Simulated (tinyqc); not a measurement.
# Double-gate transistor below threshold, two-dimensional Poisson equation on a small mesh: what changes with what

Half of a symmetric double-gate structure: row 0 is the mid-plane of the body, where the normal field vanishes. Mobile charge is neglected (subthreshold), the body is fully depleted, and potentials are counted from the intrinsic level; rows run upward to the gate, columns from source to drain.

Inputs (values chosen for the exercise); semiconductor permittivity made up: temperature T = 300 K; relative permittivity of the semiconductor eps_r = 15; relative permittivity of the insulator eox = 7.5; half the body thickness tb = 5 nm; insulator thickness tox = 3.4 nm; channel length L = 33 nm; acceptor density of the depleted body Na = 0 cm^-3; potential of the source Vbi = 0.52 V; gate offset Vfb = 0.11 V; gate voltage Vg = 0 V; drain voltage Vd = 0.3 V.

Constants: q = 1.602176634e-19 C, kB = 1.380649e-23 J/K, Vt = kB T/q, eps0 = 8.8541878128e-14 F/cm where lengths are in cm. Results are converted to the units shown.

Each table varies one quantity; the others keep the values above.

## Effect of the acceptor density of the depleted body

Mesh: rows i = 0..12 in the semiconductor (step hs = tb/12, row 12 on the interface), then 8 step(s) ho = tox/8 up to the gate row 20; columns j = 0..80 (step hy = L/80). Box integration, divided by eps0: up_i = eps hy/h of the interval above row i, dn_i = that of the interval below (0 for row 0), lat_i = (sum of eps h/2 over the intervals above and below)/hy, s_i = -q Na w_i hy/eps0 with w_i the semiconductor height of the box (hs/2 for row 0 and the interface row, hs between, 0 in the insulator). Each free node obeys (up + dn + 2 lat) psi = up psi(above) + dn psi(below) + lat [psi(left) + psi(right)] + s. Fixed values: gate row Vg - Vfb; column 0 at Vbi and the last column at Vbi + Vd in the semiconductor, each running linearly to Vg - Vfb across the insulator. The system is solved directly. On row 0 the minimum of psi and its place come from a parabola through the three lowest nodes; barrier = Vbi - minimum, swing = Vt ln 10/(d psi/dVg), DIBL = (d psi/dVd)/(d psi/dVg) there. Lambda = pi/k with k the smallest positive root of tan(k tox) tan(k tb) = eox/eps_r.

Results:
```
Na (cm^-3)  L/Lambda  barrier (V)  place y/L  swing (mV/decade)  DIBL (mV/V)
0              1.552       0.4831     0.4594              74.02        97.61
1e18           1.552       0.5293     0.4619              73.98        98.80
2e18           1.552       0.5755     0.4641              73.95        99.86
3e18           1.552       0.6217     0.4661              73.92        100.8
5e18           1.552       0.7143     0.4695              73.87        102.5
```

Estimate the missing row, Na = 5e17 cm^-3.

Computed row:
```
Na (cm^-3)  L/Lambda  barrier (V)  place y/L  swing (mV/decade)  DIBL (mV/V)
5e17           1.552       0.5062     0.4607              74.00        98.22
```

With this row back in the table: As Na goes from 0 to 5e18 cm^-3, the barrier rises from 0.483 to 0.714 V, the swing stays near 74.0 mV a decade and DIBL rises from 97.6 to 102 mV/V; the ideal swing is 59.5. The barrier top moves from y/L = 0.459 to 0.469, towards the middle.

## Effect of the gate voltage

Same model as above.

Effect of the gate voltage:
```
Vg (V)  L/Lambda  barrier (V)  place y/L  swing (mV/decade)  DIBL (mV/V)
-0.2       1.552       0.6440     0.4678              73.90        101.6
-0.12      1.552       0.5796     0.4649              73.94        100.2
-0.04      1.552       0.5152     0.4614              73.99        98.56
0.04       1.552       0.4509     0.4571              74.06        96.57
0.12       1.552       0.3866     0.4517              74.17        94.15
0.2        1.552       0.3225     0.4448              74.32        91.11
```

As Vg goes from -0.2 to 0.2 V, the barrier falls from 0.644 to 0.323 V, the swing rises from 73.9 to 74.3 mV a decade and DIBL falls from 102 to 91.1 mV/V; the ideal swing is 59.5. The barrier top moves from y/L = 0.468 to 0.445, towards the source.

## Effect of the insulator thickness

Same model as above.

Effect of the insulator thickness:
```
tox (nm)  L/Lambda  barrier (V)  place y/L  swing (mV/decade)  DIBL (mV/V)
1.4          2.172       0.5704     0.4714              64.66        34.78
1.9          1.961       0.5489     0.4682              66.73        48.80
2.6          1.739       0.5180     0.4640              69.96        70.50
3.6          1.512       0.4745     0.4582              75.10        104.7
4.9          1.306       0.4212     0.4508              82.53        153.5
6.8          1.101       0.3523     0.4398              94.73        231.1
```

What does the table show?

As tox goes from 1.4 to 6.8 nm, the barrier falls from 0.570 to 0.352 V, the swing rises from 64.7 to 94.7 mV a decade and DIBL rises from 34.8 to 231 mV/V; the ideal swing is 59.5. L/Lambda goes from 2.2 to 1.1.

Numbers from tinyqc (`OMP_NUM_THREADS=1 python tinyqc.py 2480079 2480080 out.jsonl`; about 0.09 s on one thread of a shared Intel Xeon 2.30GHz).
